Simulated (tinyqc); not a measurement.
# Changing the unstable fault energy gamma_us

Model: straight dislocations in isotropic elasticity: fields, energies, partials, Peierls stress and walls. Computed by tinyqc, a small Python program. Command: `OMP_NUM_THREADS=1 python tinyqc.py 3030475 3030476 out.jsonl disloc sweep`. One thread of a shared host (Intel(R) Xeon(R) Processor @ 2.30GHz), about 0.01 s of CPU time with the checks.

The line runs along z, the glide plane is y = 0, and beta is the angle between b and the line (0 screw, 90 degrees edge): b_e = b sin(beta) along +x with the extra half plane at y > 0, b_s = b cos(beta). Stress is positive in tension.

Inputs (values chosen for the exercise, modelled on silicon): shear modulus G = 66.2 GPa; Poisson ratio nu = 0.214; Burgers vector b = 3.84 angstrom; dislocation density rho = 9.8e+14 1/m^2; core radius r0/b = 2.

Character: 30-degree.

Constants: 1 eV/angstrom^3 = 160.2176634 GPa.

Method:
- Energy factor K = G [cos^2(beta) + sin^2(beta)/(1 - nu)].
- E = K b^2/(4 pi) ln(R/r0) with R = 1/(2 sqrt(rho)); tension T = E + d^2E/d(beta)^2 = G b^2 [1 + nu - 3 nu sin^2(beta)]/(4 pi (1 - nu)) ln(R/r0). The core energy is taken into r0.
- Misfit energy gamma(u) = (gamma_us/2)(1 - cos(2 pi u/b)), so the largest restoring stress is tau_max = pi gamma_us/b; u(x) = b/2 + (b/pi) arctan(x/zeta), zeta = K b/(4 pi tau_max). Summing the misfit energy over atomic rows a' apart gives, for a wide core, W_P = (K b^2/pi) exp(-2 pi zeta/a') and sigma_P = (K b/a') exp(-2 pi zeta/a'); a' = b/2 for edge and 30-degree lines, b sqrt(3)/2 for screw and 60-degree lines.

One run for each value; columns: (1) unstable fault energy gamma_us (mJ/m^2); (2) half width zeta (angstrom); (3) Peierls stress sigma_P (MPa); (4) Peierls barrier W_P (meV/nm); (5) tau_max (GPa):
```
(1)      (2)         (3)         (4)     (5)
828   3.1895  4.1441e+00  6.0701e-01   6.774
1040  2.5394  3.4791e+01  5.0962e+00   8.508
1310  2.0160  1.9289e+02  2.8254e+01  10.717
1650  1.6006  7.5113e+02  1.1002e+02  13.499
2070  1.2758  2.1740e+03  3.1844e+02  16.935
2600  1.0157  5.0919e+03  7.4585e+02  21.271
3270  0.8076  1.0062e+04  1.4738e+03  26.753
4120  0.6410  1.7357e+04  2.5424e+03  33.707
5180  0.5098  2.6662e+04  3.9054e+03  42.379
```

Over the rows, half width zeta (angstrom) falls from 3.19 to 0.510 (exponent d ln y / d ln x about -1.0 throughout); Peierls stress sigma_P (MPa) rises from 4.14 to 26700 (exponent d ln y / d ln x 9.3 between the first rows and 1.9 between the last); Peierls barrier W_P (meV/nm) rises from 0.607 to 3910 (exponent d ln y / d ln x 9.3 between the first rows and 1.9 between the last). The exponent of half width zeta stays at -1: a stiffer glide plane narrows the core. sigma_P spans 3.8 decades while gamma_us changes by a factor 6.3: the width sits in an exponent. Stiff directional bonds give narrow cores and hard crystals.

Caution (all rows): in covalent crystals lines are dissociated and reconstructed and move by kinks, so this sinusoidal model gives only the trend. Caution (rows 3270, 4120, 5180): for a core this narrow higher harmonics of the row sum matter and the wide-core formula is rough.
